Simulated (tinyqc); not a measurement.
Dispersion against the sound-wave line: Born-von Karman spring model of a cubic crystal with one atom per cell. Computed by tinyqc, a small Python program. Command: `OMP_NUM_THREADS=1 python tinyqc.py 3009109 3009110 out.jsonl springs walk`. One thread of a shared host (Intel(R) Xeon(R) Processor @ 2.30GHz), about 0.1 s of CPU time with the checks.

First neighbours lie at a/2 (1,1,1) (8 of them), second at a (1,0,0) (6), with all permutations and signs; the volume per atom is Omega = a^3/2. Two shells of springs match a real metal only roughly, above all at the zone boundary.

Inputs (values chosen for the exercise, modelled on iron):

| quantity | value | unit |
|---|---|---|
| atomic mass M | 55.85 | u |
| radial spring k1L | 3.16 | eV/angstrom^2 |
| transverse spring k1T | -0.1 | eV/angstrom^2 |
| radial spring k2L | 1.2 | eV/angstrom^2 |
| transverse spring k2T | 0.018 | eV/angstrom^2 |

Lattice: bcc.

Constants: nu for 1 eV/(angstrom^2 u) = 15.6333042 THz.

Method:
- A neighbour at R with unit vector n couples by the matrix K(R) = kL n n^T + kT (1 - n n^T), and D(q) = (1/M) sum_R K(R) [1 - cos(q.R)].
- An eigenvalue lambda of D in eV/(angstrom^2 u) gives nu = 15.6333042 THz x sqrt(lambda).
- The last column divides the top branch by the straight line with its slope at G. End points in 2 pi/a: H = (1, 0, 0), N = (0.5, 0.5, 0).

Frequencies (THz) along two lines:

| line | fraction of the way | nu 1 | nu 2 | nu 3 | nu 3 / linear |
|---|---|---|---|---|---|
| G-H | 0.10 | 1.3117 | 1.3117 | 1.9226 | 0.98918 |
| G-H | 0.25 | 3.2054 | 3.2054 | 4.5409 | 0.93452 |
| G-H | 0.40 | 4.9145 | 4.9145 | 6.5473 | 0.84215 |
| G-H | 0.55 | 6.3445 | 6.3445 | 7.7740 | 0.72723 |
| G-H | 0.70 | 7.4196 | 7.4196 | 8.2820 | 0.60874 |
| G-H | 0.85 | 8.0860 | 8.0860 | 8.3455 | 0.50515 |
| G-H | 1.00 | 8.3116 | 8.3116 | 8.3116 | 0.42764 |
| G-N | 0.10 | 0.6604 | 0.9277 | 1.5159 | 0.99589 |
| G-N | 0.25 | 1.6154 | 2.2695 | 3.7083 | 0.97450 |
| G-N | 0.40 | 2.4812 | 3.4859 | 5.6959 | 0.93549 |
| G-N | 0.55 | 3.2099 | 4.5096 | 7.3686 | 0.88016 |
| G-N | 0.70 | 3.7612 | 5.2842 | 8.6342 | 0.81033 |
| G-N | 0.85 | 4.1046 | 5.7667 | 9.4226 | 0.72827 |
| G-N | 1.00 | 4.2213 | 5.9306 | 9.6904 | 0.63662 |

What follows from these numbers?

Along G-H the top branch ends at 43 % of its linear extrapolation. Along G-N the top branch ends at 64 % of its linear extrapolation, which is the 2/pi of a pure sine: planes normal to this line couple to their next planes alone. A Debye model keeps the straight line throughout.
